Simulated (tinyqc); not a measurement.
# AlGaN/GaN HEMT with access regions, lumped model: effect of the gate length

A polarisation-induced electron sheet under a Schottky gate, in series with two ungated access regions and contacts. Drift law v = mu E/(1 + mu E/vs) under the gate. Currents in mA/mm, resistances in ohm mm. No self-heating, no channel-length modulation; fits for polarisation, barrier and offset are chosen for the exercise.

sigma = (5e13 x + 1.6e13 x^2) cm^-2, phiB = 0.84 + 1.3 x, dEc = 0.7 (1.71 x + x^2) in volts, Cb = eps0 eps_r/d, VT = phiB - dEc - q sigma/Cb, access density n0 = -Cb VT/q. Access resistance R(L, n) = L/(q mu n sqrt(1 - (I/(q n vs))^2)); Rs = Rc + R(Ls, n0), Rd = Rc + R(Ld, (1 - ft) n0). Vg' = Vg - I Rs, Vd' = Vd - I (Rs + Rd); with u = Vg' - VT, Vc = vs Lg/mu and w the smaller of Vd' and Vc [sqrt(1 + 2 u/Vc) - 1] (0 if negative), the channel gives (mu Cb/Lg)(u w - w^2/2)/(1 + w/Vc). I equals that channel current. Isat is I at Vd = 10 V, gm = dIsat/dVg, Ron the limit of Vd/I at small Vd.

Parameters, values chosen for the exercise; values close to those of AlGaN/GaN structures:
```
symbol,value,unit,meaning
x,0.33,,aluminium share of the barrier
d,15,nm,barrier thickness
eps_r,9.2,,relative permittivity of barrier and channel
mu,1600,cm^2/(V s),channel mobility
vs,1.2e7,cm/s,saturation velocity
Ls,0.5,um,source access length
Ld,8,um,drain access length
Rc,0.42,ohm mm,resistance of each contact
ft,0,,share of the drain-access electrons removed by traps
Vg,0.5,V,gate voltage
```

Constants: q = 1.602176634e-19 C, eps0 = 8.8541878128e-14 F/cm where lengths are in cm. Results are converted to the units shown.

The same in every row: VT (V) = -4.584; n0 (cm^-2) = 1.554e13.

Effect of the gate length:

| Lg (um) | Ron (ohm mm) | Isat (mA/mm) | gm (mS/mm) |
|---|---|---|---|
| 0.05 | 2.985 | 2148 | 409.1 |
| 0.09 | 2.994 | 2079 | 407.9 |
| 0.16 | 3.010 | 1992 | 404.4 |
| 0.29 | 3.040 | 1874 | 397.0 |
| 0.52 | 3.092 | 1729 | 384.3 |
| 0.93 | 3.184 | 1552 | 364.6 |
| 1.7 | 3.359 | 1336 | 334.9 |
| 3 | 3.653 | 1109 | 297.7 |

What does the table show?

As Lg goes from 0.05 to 3 um, Ron rises from 2.99 to 3.65 ohm mm, Isat falls from 2150 to 1110 mA/mm and gm falls from 409 to 298 mS/mm. The ceiling Cb vs is 652 mS/mm. In every row the power passes 5 W/mm, where self-heating, left out here, lowers the current.

Computed by the program tinyqc: `OMP_NUM_THREADS=1 python tinyqc.py 2570129 2570130 out.jsonl`, one thread of a shared Intel Xeon 2.30GHz, about 0.02 s for the whole run.
